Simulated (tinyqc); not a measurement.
From results back to parameters: configuration-coordinate model of carrier capture at a defect. Five cases, with inputs chosen for the exercise.

Problem. For two parabolas of equal curvature the ionisation peak lies at ET + ER, the emission barrier is (ER + ET)^2/(4 ER), and the standard deviation of the band at T = 0 is sqrt(ER hw). The values come from hidden ET, ER and hw.

Case 1.

ionisation peak = 1.2400 eV
emission barrier = 0.817872 eV
standard deviation at T = 0 = 0.145430 eV

Case 2.

ionisation peak = 1.7500 eV
emission barrier = 0.632748 eV
standard deviation at T = 0 = 0.260308 eV

Case 3.

ionisation peak = 1.2400 eV
emission barrier = 0.873636 eV
standard deviation at T = 0 = 0.148324 eV

Case 4.

ionisation peak = 1.2300 eV
emission barrier = 1.080643 eV
standard deviation at T = 0 = 0.138744 eV

Case 5.

ionisation peak = 0.7700 eV
emission barrier = 0.529375 eV
standard deviation at T = 0 = 0.086948 eV

Find: ET, ER, hw; capture barrier.

Solution. ER is the squared peak energy over four times the emission barrier; ET is the rest, hw = variance/ER, and the capture barrier is the emission barrier less ET.

Case 1.

ET, ER, hw (eV): 0.770  0.470  0.045

capture barrier = 0.048 eV

Case 2.

ET, ER, hw (eV): 0.540  1.210  0.056

capture barrier = 0.093 eV

Case 3.

ET, ER, hw (eV): 0.800  0.440  0.050

capture barrier = 0.074 eV

Case 4.

ET, ER, hw (eV): 0.880  0.350  0.055

capture barrier = 0.201 eV

Case 5.

ET, ER, hw (eV): 0.490  0.280  0.027

capture barrier = 0.039 eV

Computed by tinyqc, one run a case: `OMP_NUM_THREADS=1 python tinyqc.py N N+1 out.jsonl` with N = 1481539, 1481540, 1481556, 1481578, 1481627; one thread of a shared Intel(R) Xeon(R) Processor @ 2.30GHz, about 0.01 s a run at most.
